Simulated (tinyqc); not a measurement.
## Charge pumping in an n-channel transistor: scanning the upper gap with the fall time

The gate is pulsed from accumulation to inversion and back. Energies E are counted from the intrinsic level; Dit(E) = D0 [1 + b (2 E/Eg)^2]. During each edge the traps near the bands emit their carriers, and those between Eh and Ee recombine once a cycle.

ni = sqrt(Nc Nv) exp(-Eg/(2 Vt)), Eg in volts; emission times te = (dV/Va) tf and th = (dV/Va) tr; Ee = -Vt ln(vth sn ni te), Eh = +Vt ln(vth sp ni th). Nit = integral of Dit from Eh to Ee = D0 [Ee - Eh + 4 b (Ee^3 - Eh^3)/(3 Eg^2)], Qcp = q A Nit, Icp = f Qcp.

Parameters, values chosen for the exercise; band and dielectric values those of a made-up semiconductor: temperature T = 300 K; band gap Eg = 0.794 eV; conduction-band density of states at 300 K Nc = 1.08e19 cm^-3; valence-band density of states at 300 K Nv = 6.86e18 cm^-3; gate area A = 3 um^2; trap density at midgap D0 = 2.8e10 cm^-2 eV^-1; rise of the trap density towards the band edges b = 6.9; cross-section for electrons sn = 1.2e-16 cm^2; cross-section for holes sp = 9.3e-16 cm^2; thermal velocity at 300 K, one nominal value for electrons and holes vth = 1.4e7 cm/s; Vth - Vfb dV = 0.53 V; pulse height Va = 3.5 V; frequency f = 2e5 Hz; rise time tr = 300 ns.

Constants: q = 1.602176634e-19 C, kB = 1.380649e-23 J/K, Vt = kB T/q. Results are converted to the units shown.

The same in every row: Eh (eV) = -0.1763.

Result of one run:
```
tf (ns)  Ee (eV)  Nit (cm^-2)  Icp (pA)
1600      0.1860     1.502e10     14.44
```

What becomes of these results when the fall time tf is changed from 1600 to 70 ns, all else the same?

Result of the changed run:
```
tf (ns)  Ee (eV)  Nit (cm^-2)  Icp (pA)
70        0.2669     2.242e10     21.55
```

The whole series:
```
tf (ns)  Ee (eV)  Nit (cm^-2)  Icp (pA)
25        0.2935     2.573e10     24.73
70        0.2669     2.242e10     21.55
200       0.2398     1.952e10     18.77
560       0.2131     1.710e10     16.44
1600      0.1860     1.502e10     14.44
```

Ee falls from 0.294 to 0.186 eV, by Vt ln 10 a decade, and Icp falls from 24.7 to 14.4 pA. The slope -dNit/d(ln tf)/Vt gives Dit = 1.24e11 cm^-2 eV^-1 near E = 0.280 eV and 7.69e10 near 0.200 eV, against 1.24e11 and 7.68e10 from the profile.

Range of the model: The Fermi levels of inversion and accumulation are taken to lie beyond Ee and Eh, the flat tops to fill all traps, and no geometric current is added.

tinyqc, about 0.01 s, one thread, Intel Xeon 2.30GHz (shared host): `OMP_NUM_THREADS=1 python tinyqc.py 2030096 2030097 out.jsonl`
